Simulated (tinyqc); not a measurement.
Atomic layer deposition: Langmuir saturation, growth per cycle and coating of deep features. Changing the aspect ratio a. Computed by tinyqc, a small Python program. Command: `OMP_NUM_THREADS=1 python tinyqc.py 3001231 3001232 out.jsonl ald sweep`. One thread of a shared host (Intel(R) Xeon(R) Processor @ 2.30GHz), about 0.01 s of CPU time with the checks.

Precursor A sticks only on free sites, so a long enough pulse saturates; co-reactant B then frees the sites again.

Inputs (values chosen for the exercise, modelled on hafnium oxide from an amide and water):
```
quantity                                   value    unit
precursor mass M                             411       u
site density q                               2.8  1/nm^2
sticking probability beta on free sites  0.00058       -
precursor pressure p                         1.2      Pa
temperature T                                150       C
pulse time t                                 1.2       s
desorption energy E_d                       1.33      eV
```

Feature: round hole.

Constants: u = 1.6605390666e-27 kg; k_B = 1.380649e-23 J/K; k_B = 8.617333262e-05 eV/K.

Method:
- Wall flux F = p/sqrt(2 pi M k_B T); rate of filling k_a = beta F/q; desorption k_d = 1e13 exp(-E_d/(k_B T)) per second. 1/m^2 = 1e-18/nm^2.
- Temperatures in kelvin are T(C) + 273.15.
- Diffusion-limited filling (Gordon) of a round hole of diameter w: a saturation front at depth z needs dz/dt = D_K n/(z (4q/w)), with Knudsen D_K = w c/3 and F = n c/4; including the entrance and floor terms, t = (q/F)(1 + 19a/4 + 3a^2/2). Reaction-limited filling needs ln(100)/k_a at any depth, k_a = beta F/q. Flow is molecular. The front picture holds when the modulus a sqrt(beta) is well above 1.
- Depth reached by the given pulse: solve the same formula for a. Exposure = p x diffusion-limited time; 1 langmuir = 1.33322e-4 Pa s.

One run for each value:
```
aspect ratio a  diffusion-limited time (s)  exposure (langmuir)    modulus
1                                2.678e-03            2.410e+01  2.408e-02
2.2                              6.910e-03            6.219e+01  5.298e-02
4.7                              2.085e-02            1.877e+02  1.132e-01
10                               7.331e-02            6.598e+02  2.408e-01
22                               3.071e-01            2.764e+03  5.298e-01
49                               1.416e+00            1.275e+04  1.180e+00
110                              6.896e+00            6.207e+04  2.649e+00
230                              2.971e+01            2.674e+05  5.539e+00
500                              1.394e+02            1.254e+06  1.204e+01
```

Over the rows, diffusion-limited time (s) rises from 0.00268 to 139 (exponent d ln y / d ln x 1.2 between the first rows and 2.0 between the last); exposure (langmuir) rises from 24.1 to 1.25e6 (exponent d ln y / d ln x 1.2 between the first rows and 2.0 between the last); modulus rises from 0.0241 to 12.0 (exponent d ln y / d ln x about 1.0 throughout). At the high end the exponent of diffusion-limited time is 1.99, close to 2: diffusion into a deep feature. The wall area to coat grows as a and the conductance to the front falls as 1/a, hence a^2 for deep features.

Caution (rows 1.00, 2.20, 4.70, 10.0, 22.0, 49.0, 110): the modulus is not well above 1 or the Gordon time is under three times ln(100)/k_a, so there is no sharp front: the Gordon time is only a lower bound and the reaction time must be met as well. Caution (rows 500): desorption over the filling time (k_d t above 0.1) is ignored by the Gordon estimate.
